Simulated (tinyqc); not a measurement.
Undoped gate-all-around wire MOSFET, analytic charge model: one step of the calculation.

An undoped round wire of radius R under an insulator shell and a surrounding gate; long channel, electrons only, n = ni exp((psi - V)/Vt) with V the quasi-Fermi potential (0 at the source, Vd at the drain), constant mobility, no quantisation. The radial Poisson equation gives n(r) = n(0)/(1 - (1 - b) r^2/R^2)^2 with b = Q0/(Q + Q0). Q is the electron charge per area of the wire surface.

Problem. Charge at the source by substitution. With V = 0: u = Vg - V0 - Q/Cox, then Q(new) = (Q0/2)[sqrt(1 + 4 exp(u/Vt)) - 1], the root of Vt ln[(Q/Q0)(1 + Q/Q0)] = u.

Parameters, values chosen for the exercise:
```
symbol  value  unit       meaning
T         300     K   temperature
Vg       1.27     V  gate voltage
```

Constants: q = 1.602176634e-19 C, kB = 1.380649e-23 J/K, Vt = kB T/q. Results are converted to the units shown.

Q at the start = 0 nC/cm^2
Cox = 3.2373961 uF/cm^2
Q0 = 193.80070 nC/cm^2
V0 = 0.85798066 V

Find: u; Q after iteration 1.

Solution.

u = 0.41202 V
Q after iteration 1 = 5.5987e5 nC/cm^2

tinyqc, about 0.03 s, one thread, Intel Xeon 2.30GHz (shared host): `OMP_NUM_THREADS=1 python tinyqc.py 2460107 2460108 out.jsonl`
